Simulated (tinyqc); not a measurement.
Correction of a charged-defect supercell by a model charge and potential alignment (plane-averaged potentials). Changing the width sigma_m of the model charge. Computed by tinyqc, a small Python program. Command: `OMP_NUM_THREADS=1 python tinyqc.py 3112490 3112491 out.jsonl align sweep`. One thread of a shared host (Intel(R) Xeon(R) Processor @ 2.30GHz), about 0.02 s of CPU time with the checks.

The "true" defect charge is (1 - x) q in a Gaussian of width sigma plus x q in one of width sigma_t, so the exact answer is known; the correction sees only a single model Gaussian of width sigma_m. A Gaussian of width s has the transform rho(G) = exp(-G^2 s^2/2), normalised to 1. A uniform background cancels q, so G = 0 is left out. Potentials are those felt by a unit positive charge. E_0 is the formation energy of the isolated defect, E_cell its value in the supercell, E_lat = E_iso - E_per of the model charge, C the true less the model potential far from the defect; the exact correction is E_0 - E_cell, and the error of a scheme is E_cell plus its correction less E_0.

Inputs (values chosen for the exercise, with screening close to that of GaAs):
```
quantity                                     value      unit
defect charge q                                 -3         e
dielectric constant eps                       13.4         -
edge of the cubic cell L                      16.9  angstrom
width sigma of the true defect charge          1.6  angstrom
share x of the charge in a wide tail             0         -
width sigma_t of the tail                        3  angstrom
formation energy of the isolated defect E_0   1.42        eV
```

Constants: e^2/(4 pi eps_0) = 14.39964548 eV angstrom.

Method:
- Periodic energy E_per = (2 pi q^2/(eps L^3)) (e^2/(4 pi eps_0)) sum_(G != 0) rho(G)^2/G^2, G = (2 pi/L)(n1, n2, n3), |n_i| <= 16. Isolated energy: two Gaussians of charges q_a, q_b and widths a, b interact by q_a q_b (e^2/(4 pi eps_0 eps)) sqrt(2/pi)/sqrt(a^2 + b^2), and the self-energy is half the sum over pairs.
- Supercell value E_cell = E_0 + E_per - E_iso for the true charge.
- E_lat = E_iso - E_per for the model charge; point-charge value alpha q^2 e^2/(4 pi eps_0 eps 2 L) with alpha = 2.837297.
- Plane-averaged potential at distance z from the defect: V(z) = (4 pi q/(eps L^3)) (e^2/(4 pi eps_0 e)) sum_(m != 0) rho(G_m) cos(G_m z)/G_m^2, G_m = 2 pi m/L, |m| <= 40.
- C = difference at z = L/2; E_corr = E_cell + E_lat - q C. For charges that have died out at L/2, C = (2 pi q/(eps L^3)) (e^2/(4 pi eps_0 e)) (<s^2> - sigma_m^2), <s^2> = (1 - x) sigma^2 + x sigma_t^2.

One run for each value; columns: (1) width sigma_m of the model charge (angstrom); (2) E_lat (eV); (3) alignment C (V); (4) error without alignment (meV); (5) error with alignment (rounded to 1e-4 meV) (meV):
```
(1)      (2)        (3)     (4)      (5)
0.84  0.8030  -0.007782   23.35   0.0000
1.00  0.7993  -0.006547   19.64   0.0000
1.20  0.7937  -0.004700   14.10   0.0000
1.40  0.7872  -0.002518    7.55   0.0000
1.60  0.7796   0.000000    0.00   0.0000
1.70  0.7755   0.001385   -4.15  -0.0001
1.90  0.7664   0.004406  -13.22  -0.0014
2.10  0.7563   0.007760  -23.29  -0.0115
```

Describe and explain the trends.

Over the rows, E_lat (eV) falls from 0.803 to 0.756 (exponent d ln y / d ln x -0.027 between the first rows and -0.13 between the last); alignment C (V) rises from -0.00778 to 0.00776; error without alignment (meV) falls from 23.3 to -23.3. E_lat and q C each change with the model width, by 47 and 47 meV over the rows, while the aligned error changes by 0.0 meV.
